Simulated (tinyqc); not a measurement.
Inside a calculation. Method: plane-wave Kohn-Sham cycle with exchange-only LDA in a layered model solid. One step of it, computed by the program tinyqc.

Problem. Iteration 2: potential. V_H(G) = 4 pi rho(G)/G^2 for G != 0 (uniform background); v_x = -(3 rho/pi)^(1/3); V = V_ext + V_H + v_x; Fourier components f(G_m) = (1/N) sum_j f(x_j) exp(-i G_m x_j).

A solid whose potential varies along x alone (atomic units):
```
parameter                      value
period a                   12.500000
cross-section of the cell  21.000000
electrons per cell                 2
grid points                       16
plane waves -n..n, n               3
k points                           2
V1 in V1 cos(2 pi x/a)     -0.230000
```

density after iteration 1 (e/bohr^3): [0.02483927, 0.02170219, 0.01453385, 0.00756785, 0.00315451, 0.00110250, 0.00034210, 0.00010366, 0.00005219, 0.00010366, 0.00034210, 0.00110250, 0.00315451, 0.00756785, 0.01453385, 0.02170219]

Give: Potentials on the grid; V(G_m), m = 0, 1, 2, ....

Solution.

Potentials on the grid (hartree):
```
x          V_ext      V_H      v_x        V
0.0000   -0.2300   0.6225  -0.2873   0.1052
0.7812   -0.2125   0.5586  -0.2747   0.0714
1.5625   -0.1626   0.3893  -0.2403  -0.0137
2.3438   -0.0880   0.1667  -0.1933  -0.1147
3.1250         0  -0.0572  -0.1444  -0.2016
3.9062    0.0880  -0.2484  -0.1017  -0.2621
4.6875    0.1626  -0.3904  -0.0689  -0.2966
5.4688    0.2125  -0.4769  -0.0463  -0.3107
6.2500    0.2300  -0.5059  -0.0368  -0.3127
7.0312    0.2125  -0.4769  -0.0463  -0.3107
7.8125    0.1626  -0.3904  -0.0689  -0.2966
8.5938    0.0880  -0.2484  -0.1017  -0.2621
9.3750         0  -0.0572  -0.1444  -0.2016
10.1562  -0.0880   0.1667  -0.1933  -0.1147
10.9375  -0.1626   0.3893  -0.2403  -0.0137
11.7188  -0.2125   0.5586  -0.2747   0.0714
```

V(G_m), m = 0, 1, 2, ... (hartree): [-0.1540, 0.1023, 0.0244, 0.0024, 0.0006, -0.0001, 0.0001]
